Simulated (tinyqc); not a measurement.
k.p theory built from an empirical-pseudopotential calculation at Gamma: one step. The mass from the table. Three cases, with inputs chosen for the exercise.

Problem. A is the s-like conduction level at Gamma of a pseudopotential calculation, W its squared momentum coupling to multiplet B, and 1/m = 1 + sum_B W/(E_A - E_B). Add the last column, the sum over the higher multiplets and 1; two levels alone means 1 + W/E of multiplet 2 (whose E_B is 0).

Case 1.

Couplings:
```
multiplet B  degeneracy   E_B (eV)     W (eV)  W/(E_A - E_B)
2                     3   0.000000  15.050243      17.845974
4                     3   4.302700   0.063887      -0.018468
7                     3  11.661764   0.202036      -0.018675
10                    3  23.681417   0.411298      -0.018009
12                    3  23.982134   0.194455      -0.008404
15                    3  35.299808   0.046477      -0.001349
16                    3  36.183043   0.000152      -0.000004
19                    3  36.860809   0.004851      -0.000135
```

sum over the higher multiplets = -0.001357
E_A = 0.843341 eV

Case 2.

Couplings:
```
multiplet B  degeneracy   E_B (eV)     W (eV)  W/(E_A - E_B)
2                     3   0.000000  21.425870       5.516113
7                     3  12.331575   0.024728      -0.002927
11                    3  29.247732   0.484269      -0.019093
19                    3  46.162056   0.135425      -0.003203
22                    3  46.922392   0.035393      -0.000822
25                    3  52.476609   0.023991      -0.000494
```

sum over the higher multiplets = 0
E_A = 3.884233 eV

Case 3.

Couplings:
```
multiplet B  degeneracy   E_B (eV)     W (eV)  W/(E_A - E_B)
2                     3   0.000000  18.681436       6.957673
4                     3   5.233191   0.081130      -0.031839
7                     3  13.950711   0.242029      -0.021484
11                    3  30.252618   0.280578      -0.010178
12                    3  31.349759   0.406559      -0.014183
15                    3  45.824752   0.020790      -0.000482
16                    3  45.974338   0.006409      -0.000148
19                    3  47.365283   0.013469      -0.000301
```

sum over the higher multiplets = -0.002688
E_A = 2.685012 eV

Give: 1/m; m; m from two levels.

Solution.

Case 1.

1/m = 18.780
m = 0.0532 m0
m from two levels = 0.0531 m0

Case 2.

1/m = 6.490
m = 0.1541 m0
m from two levels = 0.1535 m0

Case 3.

1/m = 7.876
m = 0.1270 m0
m from two levels = 0.1257 m0

Computed by tinyqc, one run a case: `OMP_NUM_THREADS=1 python tinyqc.py N N+1 out.jsonl` with N = 1080331, 1080447, 1080469; one thread of a shared Intel(R) Xeon(R) Processor @ 2.30GHz, about 0.4 s a run at most.
